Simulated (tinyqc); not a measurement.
Van der Pauw, Hall and four-point-probe measurements on a doped layer: two steps of the calculation.

A uniform p-type layer with sheet resistance Rs = 1/(q ns mu), point contacts, low field (mu B small).

Inputs (values chosen for the exercise):
- ns = 4.5e15 cm^-2 (sheet density of the layer)
- mu = 22 cm^2/(V s) (drift mobility)
- rH = 1.1 (Hall factor)
- B = 1 T (magnetic field)
- I = 1000 uA (current)
- ar = 1.43 (side ratio a/b of a rectangular sample with corner contacts)

Constants: q = 1.602176634e-19 C. Results are converted to the units shown.

Problem 1. Resistances and Hall voltage. Rs = 1/(q ns mu). For a rectangle with contacts at the corners, RA = (8 Rs/pi) sum_(k>=0) ln coth((2k + 1) pi a/(2 b)) with current along a short side b and voltage along the opposite one, RB the same with a and b exchanged; Hall voltage VH = rH B I/(q ns), negative for electrons.

Give: Rs; RA; RB; VH.

Solution 1.

Rs = 63.05 ohm/square
RA = 3.595 ohm
RB = 36.28 ohm
VH = 0.1526 mV

RB/RA = 10.1; for a square both equal Rs ln 2/pi = 13.9 ohm.

Problem 2. New z. The van der Pauw equation exp(-pi RA z) + exp(-pi RB z) = 1 is solved for z = 1/Rs: e1 = exp(-pi RA z), e2 = exp(-pi RB z), f = e1 + e2 - 1, f' = -pi (RA e1 + RB e2), z(new) = z - f/f'.

z after iteration 2 = 15.831539 mS
RA = 3.5945033 ohm
RB = 36.281844 ohm

Wanted: e1; e2; f; f'; z after iteration 3.

Solution 2.

e1 = 0.8363
e2 = 0.1646
f = 8.453e-4
f' = -0.02820 kohm
z after iteration 3 = 15.86 mS

tinyqc, about 0.01 s, one thread, Intel Xeon 2.30GHz (shared host): `OMP_NUM_THREADS=1 python tinyqc.py 2850132 2850133 out.jsonl`
